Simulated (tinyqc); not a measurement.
Size of the test strain: deformation potentials from a strained empirical pseudopotential.

Diamond lattice, no spin-orbit coupling. Atomic form factor V(q) = a1 (q^2 - a2)/(a3 exp(a4 q^2) - 1) in rydberg with q in 1/bohr, for the unstrained cell. Under a strain e the reciprocal vectors and k go over into (1 + e)^(-1) G, the atoms sit at +/- tau with tau = (1 + e) a (1,1,1)/8 - zeta a (eyz, ezx, exy)/4, and H(G,G') = c |k + G|^2 delta + (V(q)/det(1 + e)) cos(q.tau), q = G - G', with the term q = 0 left out; c = hbar^2/2m0. The basis is fixed before straining: all G with |k + G|^2 up to 16 (2 pi/a)^2. k is given in units of 2 pi/a of the unstrained cell.

Constants: hbar^2/2m0 = 3.80998211 eV angstrom^2; Ry = 13.60569312 eV; a0 (Bohr radius) = 0.5291772105 angstrom.

Inputs chosen for the exercise (out of a larger set: a germanium-sized cell with gaps well above those of Ge; not measured data): a = 5.656 angstrom (lattice constant); A = (0.403, 2.401, 2.071, 0.46) (a1 (Ry bohr^2), a2 (1/bohr^2), a3, a4 (bohr^2)); kD = 0.82 2 pi/a (position of the Delta minimum).

e = diag(-h/2, -h/2, h). Xu = [E(Delta z) - E(Delta x)]/(1.5 h) at fixed kD, b = [E(Z) - E(X, Y)]/(4.5 h); one-sided from +h alone, central from +h and -h.

Results (eV):

| h | Xu one-sided | Xu central | b one-sided | b central |
|---|---|---|---|---|
| 0.0010 | 7.788 | 7.791 | -2.968 | -2.964 |
| 0.0025 | 7.783 | 7.791 | -2.973 | -2.964 |
| 0.0050 | 7.775 | 7.791 | -2.981 | -2.964 |
| 0.0200 | 7.731 | 7.795 | -3.032 | -2.965 |
| 0.0300 | 7.704 | 7.800 | -3.066 | -2.966 |

Give the missing row, h = 0.0100.

Computed row:
```
h       Xu one-sided  Xu central  b one-sided  b central
0.0100         7.760       7.792       -2.998     -2.964
```

From h = 0.001 to 0.03 the one-sided Xu drifts by -0.084 eV and the central one by +0.009 eV; for b the drifts are -0.099 and -0.001 eV. The central difference cancels the term of second order in the strain, so its error goes as h^2. At h = 0.02 the linear law errs by 0.8 % for the valley splitting and 2.3 % for the valence splitting.

tinyqc: `OMP_NUM_THREADS=1 python tinyqc.py 1850982 1850983 out.jsonl`; about 0.2 s, one thread, shared Intel(R) Xeon(R) Processor @ 2.30GHz.
